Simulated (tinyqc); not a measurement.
Worked calculation: thresholds of impact ionisation and Auger recombination from band masses. Values are carried at full precision from step to step, so a last printed digit may differ when a step is redone from the rounded ones.

Parabolic bands, no phonon. At threshold the three slow carriers share one velocity. With M their total mass and m4 the mass of the fast carrier, the fast carrier has the kinetic energy E_T = G M/(M - m4) and the slow ones together E_a = G m4/(M - m4), the activation energy of the Auger rate. CCCH (fast electron): G = Eg, M = 2 me + mh, m4 = me. CHHS (hole into the split-off band): G = Eg - Dso, M = 2 mh + me, m4 = ms; this form holds for Eg > Dso (below, the process needs about Dso - Eg and is marked by a dash). CHHL (hole into the light band): G = Eg, M = 2 mh + me, m4 = ml. CHHH (fast heavy hole): G = Eg, M = 2 mh + me, m4 = mh.

Constants: kB = 8.617333262e-05 eV/K; hbar^2/2m0 = 3.80998211 eV angstrom^2.

Values chosen for the exercise (near those of InAs, gap at low temperature and not tied to T; not measured data): Eg = 0.411 eV (gap at Gamma to the s-like level); Dso = 0.381 eV (spin-orbit splitting); me = 0.0264 m0 (electron mass at Gamma); mh = 0.37 m0 (heavy-hole mass); ms = 0.151 m0 (split-off mass); ml = 0.0269 m0 (light-hole mass); T = 300 K (temperature).

## Thresholds of four processes

Give G, M, m4, E_T, E_a and E_a/kT.

Results:
```
process  G (eV)       M      m4  E_T (eV)  E_a (eV)  E_a/kT
CCCH     0.4110  0.4228  0.0264    0.4384    0.0274    1.06
CHHS     0.0300  0.7664  0.1510    0.0374    0.0074    0.28
CHHL     0.4110  0.7664  0.0269    0.4260    0.0150    0.58
CHHH     0.4110  0.7664  0.3700    0.7946    0.3836   14.84
```

The lowest activation energy is that of CHHS (7 meV), then CHHL (15 meV). CHHS leads because G = Eg - Dso is small. At equal G a light fast carrier takes up the energy with little momentum, so little is asked of the slow ones; CHHH asks 0.93 Eg. For equal masses E_T would be 3/2 Eg; for electrons here it is 1.067 Eg.

## Momenta at the CCCH threshold

At the threshold of the parabolic CCCH process the fast electron has E_T = Eg M/(M - me), M = 2 me + mh, and the slow carriers E_a = E_T - Eg together. It has k4 = sqrt(me E_T/c), c = hbar^2/2m0; the slow carriers share k4 in proportion to their masses. Give the wave vectors and kinetic energies, and check that they add up to E_a.

k4 = 0.05511 1/angstrom

electron, electron, hole (1/angstrom): [0.00344, 0.00344, 0.04823]

their kinetic energies (meV): [1.71, 1.71, 23.95]

sum = 27.37 meV

The hole carries 88 % of the momentum and of the energy of the slow carriers.

## Non-parabolicity raises the threshold

Non-parabolic fast electron: E (1 + alpha E) = c k^2/me with alpha = (1 - me)^2/Eg; the slow carriers stay parabolic, so E_T = Eg + me E_T (1 + alpha E_T)/M, M = 2 me + mh (the root between Eg and 1.9 Eg).

Give alpha, E_T, E_a = E_T - Eg and k4.

alpha = 2.3063 1/eV
E_T = 0.4727 eV
E_a = 0.0617 eV
k4 = 0.08274 1/angstrom

E_a is 2.25 times the parabolic value, since an electron at E_T above the edge has 1 + alpha E_T = 2.09 times the squared momentum, and E_T itself is 1.08 times higher.

## Temperature dependence

For non-degenerate carriers at fixed densities the Auger coefficient goes as exp(-E_a/kT), up to slowly varying powers of T. Give exp(-E_a/kT) for the parabolic and the non-parabolic CCCH value, and the characteristic temperature T0 = kT^2/E_a of each.

Boltzmann factors: [0.3469, 0.09196]

T0 (K): [283, 126]

Non-parabolicity lowers the factor by 3.8 times; direct CCCH stays open at this temperature.

## Checks

- Largest energy that an electron at k4 can give to a pair, by numerical search, against Eg (eV): both 0.4110.

(tinyqc, `OMP_NUM_THREADS=1 python tinyqc.py 1850617 1850618 out.jsonl`, Intel(R) Xeon(R) Processor @ 2.30GHz, 1 thread, shared host, about 0.01 s.)
